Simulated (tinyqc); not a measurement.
Pump-down curve: gas flow in a process chamber: flow regimes, conductance, effective pumping speed, pump-down, outgassing and purge. Computed by tinyqc, a small Python program. Command: `OMP_NUM_THREADS=1 python tinyqc.py 3120998 3120999 out.jsonl pump walk`. One thread of a shared host (Intel(R) Xeon(R) Processor @ 2.30GHz), about 0.08 s of CPU time with the checks.

Ideal gas, isothermal flow, a pump of constant speed at the end of a round pipe; process gas, volume gas and outgassing are given the same properties. 1 sccm = 101325 Pa x 1e-6 m^3/60 s x T/273.15 K.

Inputs (values chosen for the exercise, modelled on nitrogen near room temperature):
```
quantity                     value            unit
molar mass M                 28.01           g/mol
molecular diameter            0.37              nm
viscosity eta                 17.8   micropascal s
temperature T                  350               K
chamber volume V                95               L
wall area                      1.6             m^2
pipe diameter d                 10              cm
pipe length l                   41              cm
pump speed S                   320             L/s
outgassing rate after 1 h  6.6e-06  Pa m^3/(s m^2)
outgassing exponent n         0.99               -
starting pressure p0          1100              Pa
```

Constants: k_B = 1.380649e-23 J/K; u = 1.6605390666e-27 kg.

Method:
- Mean speed c = sqrt(8 k_B T/(pi m)); aperture conductance C_a = c pi d^2/16; molecular pipe C_m = C_a/(1 + 3 l/(4 d)) (Dushman form); viscous pipe C_v = pi d^4 p_mean/(128 eta l); Knudsen interpolation C = C_v + C_m (1 + x)/(1 + 1.24 x), x = d p_mean sqrt(m/(k_B T))/eta.
- Effective speed 1/S_eff = 1/S + 1/C_m; time constant V/S_eff; pressure at which the free path k_B T/(sqrt2 pi d_m^2 p) equals d.
- Pump-down: V dp/dt = -S_eff(p) p + q(t) A, with S_eff = S p_2/p, where p_2 solves C((p + p_2)/2) (p - p_2) = S p_2 at each moment, and q(t) = q_1 (1 h/(t + 10 s))^n; integrated adaptively. At long times p = q(t) A/S_eff.
- S_eff(p) is tabulated at 260 pressures and interpolated in ln p. Comparison columns: p0 exp(-t/time constant) with the molecular S_eff (0 below 1e-26 p0), and the outgassing limit.

time constant = 0.680191 s

S_eff in molecular flow = 139.667 L/s

Pressure against time:
```
t (s)       p (Pa)  S_eff (L/s)  volume gas only (Pa)  outgassing limit (Pa)
0.3     4.0104e+02       319.24            7.0769e+02             2.4923e-02
1       3.8805e+01       312.36            2.5287e+02             2.3352e-02
3       3.1843e-01       151.23            1.3364e+01             1.9793e-02
10      1.3568e-02       138.05            4.5342e-04             1.2921e-02
30      6.6642e-03       138.75            7.7040e-17             6.5054e-03
100     2.4108e-03       139.30                     0             2.3896e-03
300     8.5947e-04       139.53                     0             8.5677e-04
1000    2.6635e-04       139.62                     0             2.6609e-04
3600    7.5422e-05       139.65                     0             7.5401e-05
20000   1.3839e-05       139.66                     0             1.3838e-05
100000  2.8137e-06       139.67                     0             2.8136e-06
```

What follows from these numbers?

From t = 10 s on the pressure is within 20 % of the outgassing limit, which falls only as (t + 10 s)^-0.99: walls, not volume, set the time to base pressure. Early on viscous flow raises S_eff to 319 L/s, 2.3 times its molecular value.
